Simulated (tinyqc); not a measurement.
Classical Heisenberg spin chain: exact results, Metropolis, heat-bath and over-relaxation steps, and a Monte Carlo run: one step, computed by the program tinyqc.

E = -J sum_i s_i . s_(i+1) for unit vectors s_i on an open chain; K = J/(k_B T).

Task: Four single-spin steps. The given spins are first normalised. Spins 2 and 3 are updated in turn, with h = K (sum of the two neighbours). Heat bath: cos(theta) = 1 + ln(1 - r1 (1 - exp(-2 |h|)))/|h| about n = h/|h|, azimuth 2 pi r2 = phi in the frame a = n x z/|n x z|, b = n x a: s = n cos(theta) + sin(theta)(a cos(phi) + b sin(phi)); r1, r2 are the first two numbers of the row. Steps 2 and 4 are reflections, s -> 2 (s . h) h/|h|^2 - s, which keep the energy and use no random number.

Inputs (values chosen for the exercise, for a model chain of large moments): temperature T = 190 K.

Update: heat bath with over-relaxation.

four neighbouring spins (rows; components x, y, z):
```
         1        2        3
1   0.9718  -0.2068  -0.1137
2  -0.9581   0.1513  -0.2433
3   0.5114   0.4456   0.7348
4  -0.6781  -0.3419   0.6506
```

random numbers, one row a step:
```
        1       2       3
1  0.7482  0.5007  0.8256
2  0.8038  0.2703  0.5266
3  0.7825  0.8397  0.6882
4  0.7992  0.1105  0.4225
```

K = -0.4153196

Give: the table «Steps» with the columns |h|, h . s before, h . s after, move, x, y, z.

Result:

Steps:
```
spin     |h|  h . s before  h . s after        move        x        y        z
2     0.6751        0.6379      -0.1329   heat bath   0.3339  -0.9393   0.0792
3     0.6288        0.0875       0.0875  reflection  -0.4481  -0.2102  -0.8689
2     0.4938       -0.2029      -0.1816   heat bath   0.9797  -0.1450   0.1386
3     0.4050        0.2984       0.2984  reflection  -0.0076   0.9461  -0.3239
```
